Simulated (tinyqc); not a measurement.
Worked calculation: exchange-only LDA atom on a uniform radial grid, spin-unpolarised, for Li. Computed by tinyqc, a small Python program that keeps every step. Settings: Z = 3, points = 128, R = 17.2, functional = Slater exchange alone, mixing = 0.6, iteration cap = 85. Command: `OMP_NUM_THREADS=1 python tinyqc.py 31294 31295 out.jsonl` (the two numbers bound the seeds that draw the settings). One thread of a shared host (Intel(R) Xeon(R) Processor @ 2.60GHz), about 0.07 s of CPU time with the checks. Later iterations appear only in the table of the cycle.

## Iteration 1

Spherical atom on a uniform radial grid r_j = j h with h = R/(N + 1), h sum u^2 = 1 and integrals as h times sums, u(0) = u(R) = 0 (atomic units):
```
parameter            value
Z                        3
points N               128
R                17.200000
h                 0.133333
mixing            0.600000
electrons in 1s          2
electrons in 2s          1
```

Three-point differences turn -u''/2 + [l(l+1)/2r^2 - Z/r + V] u = e u into a tridiagonal matrix (diagonal 1/h^2 + potential, off-diagonal -1/2h^2). D = sum f u^2; the Hartree potential y/r solves y'' = -D/r with y(0) = 0, y(R) = N_e; v_xc comes from rho = D/(4 pi r^2); E = sum f e - int D V + int D (V_H/2 + eps_xc); V(new) = V + mixing (V_H + v_xc - V).

eigenvalues (hartree): 1s -4.333104, 2s -1.113970

Every 8th grid point:
```
r              V in     u(1s)      u(2s)         D       V_H       v_xc
1.066667   0.000000  0.471525  -0.459401  0.655721  2.410488  -0.352485
2.133333   0.000000  0.041631  -0.704405  0.499653  1.367176  -0.202817
3.200000   0.000000  0.002757  -0.373777  0.139724  0.934355  -0.101215
4.266667   0.000000  0.000162  -0.144715  0.020943  0.702908  -0.044382
5.333333   0.000000  0.000009  -0.047882  0.002293  0.562486  -0.018297
6.400000   0.000000  4.74e-07  -0.014410  0.000208  0.468749  -0.007276
7.466667   0.000000  2.44e-08  -0.004070  0.000017  0.401786  -0.002826
8.533333   0.000000  1.23e-09  -0.001098  1.21e-06  0.351562  -0.001080
9.600000   0.000000  6.12e-11  -0.000286  8.19e-08  0.312500  -0.000407
10.666667  0.000000         0  -0.000073  5.28e-09  0.281250  -0.000152
11.733333  0.000000         0  -0.000018  3.26e-10  0.255682  -0.000056
12.800000  0.000000         0  -4.40e-06  1.94e-11  0.234375  -0.000021
13.866667  0.000000         0  -1.06e-06         0  0.216346   0.000000
14.933333  0.000000         0  -2.51e-07         0  0.200893   0.000000
16.000000  0.000000         0  -5.69e-08         0  0.187500   0.000000
17.066667  0.000000         0  -4.21e-09         0  0.175781   0.000000
```

total energy = -6.41604006 hartree

## Iteration 2

As before.

eigenvalues (hartree): 1s -2.422163, 2s -0.356559

Every 8th grid point:
```
r              V in     u(1s)      u(2s)         D       V_H       v_xc
1.066667   1.234802  0.564987  -0.192873  0.675622  2.247909  -0.356016
2.133333   0.698616  0.086503  -0.605475  0.381566  1.296804  -0.185384
3.200000   0.499884  0.010742  -0.544712  0.296941  0.915100  -0.130130
4.266667   0.395116  0.001226  -0.362144  0.131151  0.698747  -0.081806
5.333333   0.326514  0.000134  -0.209826  0.044027  0.561672  -0.048996
6.400000   0.276884  0.000014  -0.112626  0.012685  0.468597  -0.028657
7.466667   0.239376  1.49e-06  -0.057613  0.003319  0.401758  -0.016539
8.533333   0.210290  1.55e-07  -0.028510  0.000813  0.351557  -0.009466
9.600000   0.187256  1.59e-08  -0.013768  0.000190  0.312499  -0.005387
10.666667  0.168659  1.62e-09  -0.006524  0.000043  0.281250  -0.003052
11.733333  0.153375  1.64e-10  -0.003045  0.000009  0.255682  -0.001723
12.800000  0.140613  1.66e-11  -0.001402  1.97e-06  0.234375  -0.000970
13.866667  0.129808         0  -0.000636  4.05e-07  0.216346  -0.000543
14.933333  0.120536         0  -0.000280  7.85e-08  0.200893  -0.000299
16.000000  0.112500         0  -0.000109  1.18e-08  0.187500  -0.000152
17.066667  0.105469         0  -0.000011  1.12e-10  0.175781  -0.000031
```

total energy = -6.81611298 hartree

## Convergence

Stop when input and output potentials agree to 1e-7.

Course of the cycle (hartree):
```
iteration            E      e(1s)      e(2s)  largest |V(out) - V(in)|
1          -6.41604006  -4.333104  -1.113970                  4.35e+00
2          -6.81611298  -2.422163  -0.356559                  1.12e+00
3          -6.86529823  -1.883605  -0.154013                  2.57e-01
4          -6.87040812  -1.747364  -0.098323                  5.75e-02
5          -6.87090695  -1.717188  -0.083102                  1.42e-02
6          -6.87095670  -1.711865  -0.079068                  4.29e-03
7          -6.87096202  -1.711548  -0.078064                  1.98e-03
8          -6.87096263  -1.711918  -0.077847                  9.81e-04
9          -6.87096271  -1.712208  -0.077818                  4.42e-04
10         -6.87096272  -1.712366  -0.077825                  1.91e-04
11         -6.87096272  -1.712442  -0.077834                  8.07e-05
12         -6.87096272  -1.712477  -0.077839                  3.38e-05
13         -6.87096272  -1.712492  -0.077842                  1.40e-05
14         -6.87096272  -1.712499  -0.077843                  5.95e-06
15         -6.87096272  -1.712501  -0.077844                  2.51e-06
16         -6.87096272  -1.712503  -0.077844                  1.05e-06
17         -6.87096272  -1.712503  -0.077844                  4.40e-07
18         -6.87096272  -1.712503  -0.077845                  1.83e-07
19         -6.87096272  -1.712503  -0.077845                  7.59e-08
```

Converged in 19 iterations. A uniform grid resolves the cusp poorly: for a bare nucleus this grid gives 1s at -4.33310 against -Z^2/2 = -4.5 hartree. Before convergence this energy mixes input and output and is not variational, so it may rise towards its limit.
